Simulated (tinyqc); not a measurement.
# Worked calculation: Weibull analysis of times to dielectric breakdown, with area scaling

Computed by the program tinyqc: `OMP_NUM_THREADS=1 python tinyqc.py 2070051 2070052 out.jsonl`, one thread of a shared Intel Xeon 2.30GHz, about 0.01 s for the whole run. Printed values are rounded.

Breakdown times follow F(t) = 1 - exp(-(t/t63)^beta). The 11 times below were drawn at random from beta = 1.3, t63 = 430 s and are treated as data; all samples failed.

Inputs (values chosen for the exercise): area of a test capacitor A1 = 860 um^2; gate area of the product A2 = 7.3e6 um^2; allowed share of failed products Fp = 0.0001.

## Median ranks and the Weibull scale

t, i 1 to 11 (s): 112  161  189  205  206  296  491  546  634  782  1490

F_i = (i - 0.3)/(n + 0.4) for the sorted times, W_i = ln(-ln(1 - F_i)).

```
i	F	W	ln t
1	0.0614035	-2.758771	4.718499
2	0.1491228	-1.823328	5.081404
3	0.2368421	-1.308259	5.241747
4	0.3245614	-0.935491	5.323010
5	0.4122807	-0.632041	5.327876
6	0.5000000	-0.366513	5.690359
7	0.5877193	-0.120981	6.196444
8	0.6754386	0.118032	6.302619
9	0.7631579	0.364894	6.452049
10	0.8508772	0.643424	6.661855
11	0.9385965	1.026145	7.306531
```

## Straight-line fit

Least squares of W on ln t: beta = sum (x - mean x)(W - mean W)/sum (x - mean x)^2 with x = ln t, and ln t63 = mean x - mean W/beta.

beta = 1.340320
t63 = 512.1323 s

beta is 3.1 % above the value that made the data and t63 19 % above it.

## Iteration 1: likelihood estimate of beta

beta at the start = 1.3

Maximum likelihood: a(beta) = 1/beta with a = sum t^beta ln t/sum t^beta - mean ln t. Averaged step: beta(new) = [beta + 1/a(beta)]/2.

beta after iteration 1 = 1.325663

## Iteration 2: likelihood estimate of beta

As before.

beta after iteration 2 = 1.327517

## Course of the iteration

Stop when beta changes by less than 1e-9, or after 40 iterations.

Course of the iteration:
```
iteration	beta	change
1	1.325663	0.0257
2	1.327517	1.85e-3
3	1.327670	1.53e-4
4	1.327683	1.27e-5
5	1.327684	1.06e-6
6	1.327684	8.83e-8
7	1.327684	7.36e-9
8	1.327684	6.13e-10
```

Converged in 8 iterations.

## Scale parameter and projection to the product

converged beta = 1.327684

t63 = (mean of t^beta)^(1/beta). Defects are spread at random, so -ln(1 - F) is proportional to the area: t63(A2) = t63 (A1/A2)^(1/beta), and the time to the share Fp is t63(A2) (-ln(1 - Fp))^(1/beta).

t63 = 509.9123 s
t63 of the product = 0.5601961 s
time to Fp = 5.439916e-4 s
decades lost against t63 = 5.971903

The straight-line values give 6.22e-4 s for the time to Fp and the values that made the data 3.42e-4 s: with 11 samples beta is uncertain by about 0.78/sqrt(n) = 24 %, and the projection hangs on 1/beta.
